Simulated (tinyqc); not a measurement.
Semiconductor laser, carrier and photon rate equations: one step of the calculation.

Carrier density N and photon density S in one mode: dN/dt = F1 = eta I/(q V) - (A N + B N^2 + C N^3) - vg g S; dS/dt = F2 = G vg g S + G be B N^2 - S/tp, with g = g0 ln(N/Ntr)/(1 + ec S). Output power P = Fo Eph S V/(G tp). No heating, no carrier transport.

Task. One Runge-Kutta step of a transient. y = (N, S), k1 = F(y), k2 = F(y + dt k1/2), k3 = F(y + dt k2/2), k4 = F(y + dt k3), y(new) = y + dt (k1 + 2 k2 + 2 k3 + k4)/6.

Inputs (values chosen for the exercise):
```
symbol    value    unit                                      meaning
V       1.2e-11    cm^3                                active volume
G         0.101                                   confinement factor
vg       8.13e9    cm/s                               group velocity
g0         2600    1/cm                             gain coefficient
Ntr      2.8e18   cm^-3                         transparency density
ec      9.9e-18    cm^3                             gain compression
tp            3      ps                              photon lifetime
A         1.8e8     1/s             defect recombination coefficient
B         6e-11  cm^3/s                        radiative coefficient
C       1.1e-29  cm^6/s                            Auger coefficient
be       9.8e-5          share of spontaneous emission into the mode
eta        0.94                                 injection efficiency
I            13      mA                                drive current
dt            2      ps                                    time step
```

Constants: q = 1.602176634e-19 C. Results are converted to the units shown.

(N, S) at the start: N (1e18 cm^-3) 3.346, S (1e15 cm^-3) 0.717

Wanted: slopes per ps, N in 1e18 and S in 1e15 cm^-3; (N, S) after the step.

Result.

slopes per ps, N in 1e18 and S in 1e15 cm^-3:
```
	dN/dt	dS/dt
k1	0.0019889	0.031782
k2	0.0018597	0.034045
k3	0.0018520	0.034080
k4	0.0017143	0.036444
```

(N, S) after the step: N (1e18 cm^-3) 3.3497, S (1e15 cm^-3) 0.78516

tinyqc, about 0.01 s, one thread, Intel Xeon 2.30GHz (shared host): `OMP_NUM_THREADS=1 python tinyqc.py 2840127 2840128 out.jsonl`
